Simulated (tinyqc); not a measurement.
Comparisons within one model: smearing for a one-band metal on the simple cubic lattice. A value that a table varies takes the place of the one given here.

Lattice vectors (units of a): a1 = (1, 0, 0), a2 = (0, 1, 0), a3 = (0, 0, 1). E(k) = -t A_1(k) - t2 A_2(k), A_m the sum of cos(k . R) over the 6 nearest and 12 second lattice vectors. Mesh k = sum (j_i/N) b_i, j_i = 0 .. N-1.

With x = (E_k - mu)/sigma: Fermi-Dirac f = 1/(1 + exp(x)), s = -f ln f - (1 - f) ln(1 - f); Gaussian f = erfc(x)/2, s = exp(-x^2)/(2 sqrt(pi)); Methfessel-Paxton (first order) f = erfc(x)/2 - x exp(-x^2)/(2 sqrt(pi)), s = (1 - 2 x^2) exp(-x^2)/(4 sqrt(pi)); cold (Marzari-Vanderbilt) with y = x + 1/sqrt(2), f = erfc(y)/2 + exp(-y^2)/sqrt(2 pi), s = y exp(-y^2)/sqrt(2 pi). With weights w = points/N^d (d the dimension), mu solves 2 sum w f = ne; E = 2 sum w f E_k, S = 2 sum w s, F = E - sigma S.

With x = (E_k - mu)/sigma: Gaussian f = erfc(x)/2, s = exp(-x^2)/(2 sqrt(pi)); Methfessel-Paxton (first order) f = erfc(x)/2 - x exp(-x^2)/(2 sqrt(pi)), s = (1 - 2 x^2) exp(-x^2)/(4 sqrt(pi)). With weights w = points/N^d (d the dimension), mu solves 2 sum w f = ne; E = 2 sum w f E_k, S = 2 sum w s, F = E - sigma S.

With x = (E_k - mu)/sigma: Methfessel-Paxton (first order) f = erfc(x)/2 - x exp(-x^2)/(2 sqrt(pi)), s = (1 - 2 x^2) exp(-x^2)/(4 sqrt(pi)). With weights w = points/N^d (d the dimension), mu solves 2 sum w f = ne; E = 2 sum w f E_k, S = 2 sum w s, F = E - sigma S.

Values chosen for the exercise:
- t = 0.37 eV (nearest hopping)
- t2 = -0.05 eV (second hopping)
- ne = 1.6 (electrons per cell)
- N = 4 (unshifted mesh)
- sigma = 0.185 eV (width)

## Error of each scheme against the width

All on the dense mesh N = 40. The reference is F of first-order Methfessel-Paxton smearing with sigma = 0.05 t on the mesh N = 40; it moves by 0.00 meV on the mesh N = 50; in three dimensions such meshes can agree by chance and the reference may be off by about 1 meV, so smaller errors are not resolved.

Errors (meV per cell):
```
sigma (eV)    FD F  FD (E+F)/2  Gauss F  Gauss (E+F)/2   MP F  cold F
0.037        -1.05        0.00    -0.16           0.00   0.00    0.01
0.056        -2.36        0.01    -0.36          -0.01  -0.01    0.02
0.074        -4.22        0.04    -0.64          -0.01  -0.01    0.03
0.111        -9.57        0.06    -1.43           0.00   0.00    0.12
0.148       -17.04       -0.02    -2.55           0.01   0.03    0.31
0.222       -38.06       -0.70    -5.76           0.05   0.12    1.01
0.296       -66.62       -2.44   -10.30           0.07   0.24    2.08
```

reference = -0.57379 eV

What can be read from the table?

Doubling sigma from 0.074 to 0.148 eV multiplies the error of F by 4.0 (Fermi-Dirac) and 4.0 (Gaussian); a pure sigma^2 term would give 4. At the smallest width Fermi-Dirac errs 6.4 times as much as Gaussian, against 2 pi^2/3 = 6.6 for the ratio of the sigma^2 terms at equal sigma. At the largest width the sizes of the errors rank Gauss (E+F)/2 0.1, MP F 0.2, cold F 2.1, FD (E+F)/2 2.4, Gauss F 10.3, FD F 66.6 meV; below about 1 meV this order, and the ratios at the smallest width, carry the noise of the mesh.

## Mesh against width

Gaussian smearing, (E + F)/2. The reference is F of first-order Methfessel-Paxton smearing with sigma = 0.05 t on the mesh N = 40; it moves by 0.00 meV on the mesh N = 50; in three dimensions such meshes can agree by chance and the reference may be off by about 1 meV, so smaller errors are not resolved.

Errors (meV per cell):
```
N   sigma = 0.05 t  sigma = 0.15 t  sigma = 0.4 t
4            35.57           33.61          28.91
6             9.72            8.59           5.82
8             2.03            1.87           1.48
12            0.46            0.44           0.41
16            0.06            0.03           0.04
24            0.07            0.03           0.02
```

reference = -0.57379 eV

What can be read from the table?

First N from which the value stays within 2 meV of its last entry (which need not be the best one): 8 for sigma = 0.05 t, 8 for sigma = 0.15 t, 8 for sigma = 0.4 t. At the last mesh the errors are +0.07, +0.03 and +0.02 meV. By this 2 meV bar the wider smearing does not converge sooner. The smallest error belongs to 0.05 t on 0, 0.15 t on 1, 0.4 t on 5 of the 6 meshes.

## What moves the results of Methfessel-Paxton (first order) smearing

All sums formed anew. Each row changes one parameter from the base and keeps the others.

Results:
```
case             mu (eV)   E (eV)       S   F (eV)
base              0.7419  -0.5379  0.0473  -0.5466
N = 8             0.6845  -0.5714  0.0047  -0.5723
sigma = 0.37 eV   0.7549  -0.5374  0.0503  -0.5560
ne = 1.7          0.8044  -0.4638  0.0302  -0.4694
t2 = -0.013 eV    0.7554  -0.4946  0.0603  -0.5057
t = 0.407 eV      0.8159  -0.5860  0.0473  -0.5947
```

What can be read from the table?

The largest shifts from the base row, up to three for each result and ties (the steps differ in size, so this ranks the rows, not the parameters). mu (eV): t +0.0740, ne +0.0625, N -0.0574. E (eV): ne +0.0740, t -0.0481, t2 +0.0433. S: N -0.0427, ne -0.0171, t2 +0.0130; unchanged at the printed digits by t. F (eV): ne +0.0772, t -0.0481, t2 +0.0409.

(tinyqc, `OMP_NUM_THREADS=1 python tinyqc.py 1652738 1652739 out.jsonl`, Intel(R) Xeon(R) Processor @ 2.30GHz, 1 thread, shared host, about 0.3 s.)
